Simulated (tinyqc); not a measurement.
Inside a calculation. Method: plane-wave Kohn-Sham cycle with exchange-only LDA in a layered model solid. Computed by tinyqc, a small Python program that keeps every step. Settings: points = 16, plane-wave index or count = 3, electrons = 2, k points = 4, area = 17.0, mixing = 0.3, iteration cap = 51, Pulay depth = 5. Command: `OMP_NUM_THREADS=1 python tinyqc.py 22255 22256 out.jsonl` (the two numbers bound the seeds that draw the settings). One thread of a shared host (Intel(R) Xeon(R) Processor @ 2.60GHz), about 0.03 s of CPU time with the checks. Later iterations appear only in the table of the cycle.

## Iteration 1: potential

A solid whose potential varies along x alone (atomic units):
```
parameter                      value
period a                   12.700000
cross-section of the cell  17.000000
electrons per cell                 2
grid points                       16
plane waves -n..n, n               3
k points                           4
V1 in V1 cos(2 pi x/a)     -0.480000
V2 in V2 cos(4 pi x/a)     -0.250000
```

density at the start, on the grid x_j = j a/N (e/bohr^3): 0.009264  0.009264  0.009264  0.009264  0.009264  0.009264  0.009264  0.009264  0.009264  0.009264  0.009264  0.009264  0.009264  0.009264  0.009264  0.009264

V_H(G) = 4 pi rho(G)/G^2 for G != 0 (uniform background); v_x = -(3 rho/pi)^(1/3); V = V_ext + V_H + v_x; Fourier components f(G_m) = (1/N) sum_j f(x_j) exp(-i G_m x_j).

Potentials on the grid (hartree):
```
x          V_ext     V_H      v_x        V
0.0000   -0.7300  0.0000  -0.2068  -0.9368
0.7937   -0.6202  0.0000  -0.2068  -0.8271
1.5875   -0.3394  0.0000  -0.2068  -0.5462
2.3813   -0.0069  0.0000  -0.2068  -0.2137
3.1750    0.2500  0.0000  -0.2068   0.0432
3.9688    0.3605  0.0000  -0.2068   0.1536
4.7625    0.3394  0.0000  -0.2068   0.1326
5.5563    0.2667  0.0000  -0.2068   0.0599
6.3500    0.2300  0.0000  -0.2068   0.0232
7.1437    0.2667  0.0000  -0.2068   0.0599
7.9375    0.3394  0.0000  -0.2068   0.1326
8.7312    0.3605  0.0000  -0.2068   0.1536
9.5250    0.2500  0.0000  -0.2068   0.0432
10.3187  -0.0069  0.0000  -0.2068  -0.2137
11.1125  -0.3394  0.0000  -0.2068  -0.5462
11.9062  -0.6202  0.0000  -0.2068  -0.8271
```

V(G_m), m = 0, 1, 2, ... (hartree): -0.2068  -0.2400  -0.1250  0.0000  0.0000  0.0000  0.0000

## Iteration 1: Hamiltonian at one k

k = 0.1250 2 pi / a

H(m,m') = (k + G_m)^2/2 delta + V(G_m - G_m'), with V(-G) = V(G).

H (hartree):
```
         -3       -2       -1       +0       +1       +2       +3
-3   0.8048  -0.2400  -0.1250   0.0000   0.0000   0.0000   0.0000
-2  -0.2400   0.2234  -0.2400  -0.1250   0.0000   0.0000   0.0000
-1  -0.1250  -0.2400  -0.1131  -0.2400  -0.1250   0.0000   0.0000
+0   0.0000  -0.1250  -0.2400  -0.2049  -0.2400  -0.1250   0.0000
+1   0.0000   0.0000  -0.1250  -0.2400  -0.0519  -0.2400  -0.1250
+2   0.0000   0.0000   0.0000  -0.1250  -0.2400   0.3458  -0.2400
+3   0.0000   0.0000   0.0000   0.0000  -0.1250  -0.2400   0.9883
```

## Iteration 1: levels at that k

Diagonalise the Hermitian matrix.

eigenvalues (hartree): -0.6585  -0.1599  0.1091  0.3043  0.4307  0.8950  1.0718

## Iteration 1: new density

Motion across x is left out: the lowest 1 band(s) hold two electrons at each of the k points (j + 1/2)/nk - 1/2. Residual R = rho(out) - rho(in); rho(new) = rho(in) + 0.3 R. rho(out) = 2/(a A nk) sum |psi|^2 with psi = sum c exp(i G x). Harris energy E = band energy - dV sum rho (V_H/2 + v_x) + (3/4) dV sum rho v_x with rho(in), dV = a A/N, band energy = (2/nk) sum of the filled levels.

rho(out) (e/bohr^3): 0.045452  0.034081  0.013965  0.002911  0.000327  0.000059  0.000032  0.000003  0.000007  0.000003  0.000032  0.000059  0.000327  0.002911  0.013965  0.034081

density after iteration 1 (e/bohr^3): 0.020120  0.016709  0.010674  0.007358  0.006583  0.006502  0.006494  0.006486  0.006487  0.006486  0.006494  0.006502  0.006583  0.007358  0.010674  0.016709

energy per cell = -1.212888 hartree

## Iteration 2: potential

As before.

Potentials on the grid (hartree):
```
x          V_ext      V_H      v_x        V
0.0000   -0.7300   0.3062  -0.2678  -0.6917
0.7937   -0.6202   0.2656  -0.2518  -0.6064
1.5875   -0.3394   0.1679  -0.2168  -0.3883
2.3813   -0.0069   0.0570  -0.1915  -0.1415
3.1750    0.2500  -0.0406  -0.1846   0.0248
3.9688    0.3605  -0.1173  -0.1838   0.0593
4.7625    0.3394  -0.1723  -0.1837  -0.0166
5.5563    0.2667  -0.2052  -0.1836  -0.1222
6.3500    0.2300  -0.2162  -0.1837  -0.1699
7.1437    0.2667  -0.2052  -0.1836  -0.1222
7.9375    0.3394  -0.1723  -0.1837  -0.0166
8.7312    0.3605  -0.1173  -0.1838   0.0593
9.5250    0.2500  -0.0406  -0.1846   0.0248
10.3187  -0.0069   0.0570  -0.1915  -0.1415
11.1125  -0.3394   0.1679  -0.2168  -0.3883
11.9062  -0.6202   0.2656  -0.2518  -0.6064
```

V(G_m), m = 0, 1, 2, ... (hartree): -0.2027  -0.1310  -0.1141  0.0003  -0.0001  0.0002  0.0002

## Iteration 2: Hamiltonian at one k

k = 0.1250 2 pi / a

As before.

H (hartree):
```
         -3       -2       -1       +0       +1       +2       +3
-3   0.8089  -0.1310  -0.1141   0.0003  -0.0001   0.0002   0.0002
-2  -0.1310   0.2276  -0.1310  -0.1141   0.0003  -0.0001   0.0002
-1  -0.1141  -0.1310  -0.1090  -0.1310  -0.1141   0.0003  -0.0001
+0   0.0003  -0.1141  -0.1310  -0.2008  -0.1310  -0.1141   0.0003
+1  -0.0001   0.0003  -0.1141  -0.1310  -0.0478  -0.1310  -0.1141
+2   0.0002  -0.0001   0.0003  -0.1141  -0.1310   0.3499  -0.1310
+3   0.0002   0.0002  -0.0001   0.0003  -0.1141  -0.1310   0.9925
```

## Iteration 2: levels at that k

As before.

eigenvalues (hartree): -0.4518  -0.0564  -0.0086  0.2772  0.3887  0.8459  1.0262

## Iteration 2: new density

B (overlaps of the stored error matrices):
```
               1              2
1  3.4230881e-03  2.2172562e-03
2  2.2172562e-03  1.4426739e-03
```

Motion across x is left out: the lowest 1 band(s) hold two electrons at each of the k points (j + 1/2)/nk - 1/2. Residual R = rho(out) - rho(in); rho(new) = rho(in) + 0.3 R; Pulay mixing then takes sum c_i of the stored mixed densities, with c from B_ij = sum R_i R_j as in DIIS. rho(out) = 2/(a A nk) sum |psi|^2 with psi = sum c exp(i G x). Harris energy E = band energy - dV sum rho (V_H/2 + v_x) + (3/4) dV sum rho v_x with rho(in), dV = a A/N, band energy = (2/nk) sum of the filled levels.

rho(out) (e/bohr^3): 0.042583  0.032868  0.014953  0.003992  0.000735  0.000180  0.000074  0.000015  0.000001  0.000015  0.000074  0.000180  0.000735  0.003992  0.014953  0.032868

DIIS coefficients: -1.7961  2.7961

density after iteration 2 (e/bohr^3): 0.038963  0.030264  0.014263  0.004534  0.001678  0.001199  0.001109  0.001057  0.001046  0.001057  0.001109  0.001199  0.001678  0.004534  0.014263  0.030264

energy per cell = -0.870016 hartree

## Convergence

Stop when sqrt(dV sum R^2) is below 1e-8, dV = a A/N.

Course of the cycle:
```
iteration  E (hartree)  norm of the residual
1            -1.212888              2.15e-01
2            -0.870016              1.40e-01
3            -1.064476              3.18e-01
4            -0.843378              2.89e-01
5            -0.895998              1.34e-01
6            -0.936096              1.36e-01
7            -0.885714              1.25e-01
8            -0.888645              1.25e-01
9            -0.726537              8.09e-02
10           -0.996183              3.10e-01
11           -0.742640              8.66e-02
...                ...                   ...
33           -0.664022              2.56e-02
34           -0.663475              1.28e-02
35           -0.663275              3.91e-03
36           -0.663254              1.33e-03
37           -0.663251              3.17e-04
38           -0.663251              5.04e-04
39           -0.663251              3.05e-05
40           -0.663251              5.87e-05
41           -0.663251              5.59e-08
42           -0.663251              3.59e-08
43           -0.663251              1.26e-09
```

Converged in 43 iterations. Before convergence this energy mixes input and output and is not variational, so it may rise towards its limit.
